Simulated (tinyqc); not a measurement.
What moves the results: virtual-crystal alloy in the empirical-pseudopotential method. A value that a table varies takes the place of the one given here.

Empirical pseudopotential on the fcc lattice, atoms at +/- tau, tau = a (1,1,1)/8, no spin-orbit coupling. H(G,G') = c (2 pi/a)^2 |k + G|^2 delta + VS(q) cos(q.tau) + i VA(q) sin(q.tau), q = G - G', c = hbar^2/2m0; k and G in units of 2 pi/a; VS at |q|^2 = 3, 8, 11 and VA at 3, 4, 11, in rydberg, zero elsewhere. At each k the basis holds all G with |k + G|^2 up to 16; energies are counted from the fourth level at Gamma.

Virtual crystal A(1-x)B(x): a = (1 - x) a_A + x a_B. Rule linear: V = (1 - x) V_A + x V_B. Rule volume: V = [(1 - x) a_A^3 V_A + x a_B^3 V_B]/a^3, since a form factor is an atomic potential divided by the cell volume.

Constants: hbar^2/2m0 = 3.80998211 eV angstrom^2; Ry = 13.60569312 eV.

Values chosen for the exercise (classic local form factors of the size used for GaP (A) and InP (B), which place X and L only to a few tenths of an eV; not measured data):

| symbol | value | unit | meaning |
|---|---|---|---|
| a | (5.431, 5.867) | angstrom | lattice constants of A, B |
| VSA | (-0.221, 0.029, 0.069) | Ry | symmetric form factors of A |
| VAA | (0.12, 0.071, 0.02) | Ry | antisymmetric form factors of A |
| VSB | (-0.236, 0.009, 0.061) | Ry | symmetric form factors of B |
| VAB | (0.071, 0.05, 0.009) | Ry | antisymmetric form factors of B |
| rule | linear |  | mixing rule |

## Gaps across the alloy

Gaps from the valence top to the fifth band at Gamma, at L = (1/2,1/2,1/2) and at the lowest of k = (f,0,0), f = 0.70, 0.75, ..., 1.00. Bowing C = 4 [(E(0) + E(1))/2 - E(1/2)].

Gaps (eV):

| x | Gamma | Delta/X | f of the minimum | L | lowest |
|---|---|---|---|---|---|
| 0.000 | 2.546 | 2.120 | 1.00 | 2.529 | Delta/X |
| 0.167 | 2.438 | 2.189 | 1.00 | 2.472 | Delta/X |
| 0.333 | 2.313 | 2.252 | 1.00 | 2.407 | Delta/X |
| 0.500 | 2.169 | 2.307 | 0.95 | 2.334 | Gamma |
| 0.667 | 2.004 | 2.350 | 0.90 | 2.252 | Gamma |
| 0.833 | 1.818 | 2.383 | 0.90 | 2.162 | Gamma |
| 1.000 | 1.609 | 2.409 | 0.85 | 2.064 | Gamma |

bowing (eV): Gamma -0.367, Delta/X -0.170, L -0.149

The lowest valley changes: Delta/X to Gamma between x = 0.333 and 0.500. From A to B the Gamma gap moves by -0.94 eV, L by -0.46 eV and Delta/X by +0.29 eV; a move of Delta/X below about 0.4 eV is within the error of such form factors, sign included. The virtual crystal holds no disorder and no bond relaxation, so its bowing comes from the non-linear dependence on the mean potential and volume alone, and it may differ from measured bowing, which is positive in these alloys, in size and even in sign; crossings move with it.

## Two mixing rules

Gaps from the valence top to the fifth band at Gamma, at L = (1/2,1/2,1/2) and at the lowest of k = (f,0,0), f = 0.70, 0.75, ..., 1.00. Both rules agree at the ends.

Gaps (eV):

| x | Gamma, linear | Delta/X, linear | L, linear | Gamma, volume | Delta/X, volume | L, volume |
|---|---|---|---|---|---|---|
| 0.25 | 2.378 | 2.221 | 2.441 | 2.341 | 2.220 | 2.415 |
| 0.50 | 2.169 | 2.307 | 2.334 | 2.112 | 2.304 | 2.297 |
| 0.75 | 1.914 | 2.367 | 2.208 | 1.867 | 2.363 | 2.180 |

At x = 0.5 the volume rule moves Gamma by -56 meV, Delta/X by -3 meV and L by -36 meV, that is the bowing by -4 times these; the lattice constants differ by 8.0 %, and the rules would coincide for equal ones.

Run: tinyqc, `OMP_NUM_THREADS=1 python tinyqc.py 1050494 1050495 out.jsonl`; Intel(R) Xeon(R) Processor @ 2.30GHz, one thread, shared host; about 0.2 s of CPU time with all checks.
